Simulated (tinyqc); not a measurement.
Central-cell correction: shallow acceptor in the spherical four-band model.

The ground state 1S3/2 has an L = 0 part f(r) and an L = 2 part g(r). In units of Ry* and a*, with Gaussians f_i = exp(-a_i r^2), g_i = r^2 exp(-a_i r^2), A = a_i + a_j and I(n) = Gamma((n + 1)/2)/(2 A^((n + 1)/2)): S_ff = I(2), S_gg = I(6), H_ff = (6 a_i a_j/A) I(2) - 2 I(1), H_gg = (14 a_i a_j/A) I(6) - 2 I(5), H_fg = -mu [15 I(2) - 20 a_j I(4) + 4 a_j^2 I(6)]; each function is then normalised. The split-off band is left out.

Converged values use 22 exponents 2.2^i, i = -7 to 14, for f and for g.

Values chosen for the exercise (out of a larger set: near those of a shallow acceptor in AlAs; not measured data): rc = 1.5 angstrom (radius of the central cell); Vs = (2, 0, -0.5, -1.5, -2.5, -3.5) eV (central-cell strengths).

mu = 0.62493
Ry* = 35.3783 meV
a* = 20.149 angstrom

A short-range term V exp(-r^2/rc^2) is added (negative: attracts the hole); its elements are V S (A/(A + 1/rc^2))^(3/2) for f and ^(7/2) for g, in the same units.

Results:

| V (eV) | 1S binding (meV) | 2S binding (meV) | <r> (angstrom) | L = 2 weight |
|---|---|---|---|---|
| 2.0 | 51.8 | 15.40 | 21.9 | 0.172 |
| 0.0 | 55.6 | 15.90 | 20.4 | 0.175 |
| -0.5 | 57.0 | 16.07 | 20.0 | 0.176 |
| -1.5 | 60.2 | 16.46 | 18.9 | 0.178 |
| -2.5 | 64.8 | 16.98 | 17.7 | 0.180 |
| -3.5 | 71.4 | 17.67 | 16.1 | 0.183 |

What can be read from this table?

From V = 0 to -3.5 eV the 1S binding grows by 15.8 meV (28 %) and the 2S binding by 1.77 meV, so the chemical shift sits mainly in the ground state. A repulsion of 2 eV removes 3.8 meV. The slope is 6.59 meV per eV over the last step against 1.91 on the repulsive side, since attraction pulls the state into the cell; over this range the level stays shallow.

Program tinyqc; command `OMP_NUM_THREADS=1 python tinyqc.py 1250756 1250757 out.jsonl`; about 0.06 s on one thread of a shared Intel(R) Xeon(R) Processor @ 2.30GHz.
